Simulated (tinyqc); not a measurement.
Critical points: density of states of one tight-binding band on the simple cubic lattice.

E(k) = -2 t (c1 + c2 + c3) - 4 t2 (c1 c2 + c2 c3 + c3 c1) with ci = cos(2 pi ki); k in fractions of the reciprocal vectors, mesh k_i = j/N with j = 0 .. N-1. Densities are per cell and per spin, so the band holds one state.

Parameters, chosen for this exercise: t = 0.76 eV (nearest hopping); t2 = 0.13 eV (second hopping).

The gradient vanishes at these points by symmetry; the signs of the eigenvalues of the second-derivative matrix give the type.

Critical points:

| point | k | E (eV) | positive | negative | type |
|---|---|---|---|---|---|
| Gamma | (0, 0, 0) | -6.1200 | 3 | 0 | minimum |
| X | (0.5, 0, 0) | -1.0000 | 2 | 1 | saddle |
| M | (0.5, 0.5, 0) | 2.0400 | 1 | 2 | saddle |
| R | (0.5, 0.5, 0.5) | 3.0000 | 0 | 3 | maximum |

What does the comparison show?

Gamma is a minimum at -6.120 eV: its contribution to g starts as a square root. X is a saddle at -1.000 eV: g has a square-root kink there. M is a saddle at 2.040 eV: g has a square-root kink there. R is a maximum at 3.000 eV: its contribution to g ends as a square root.

Run: tinyqc, `OMP_NUM_THREADS=1 python tinyqc.py 1682749 1682750 out.jsonl`; Intel(R) Xeon(R) Processor @ 2.30GHz, one thread, shared host; about 0.2 s of CPU time with all checks.
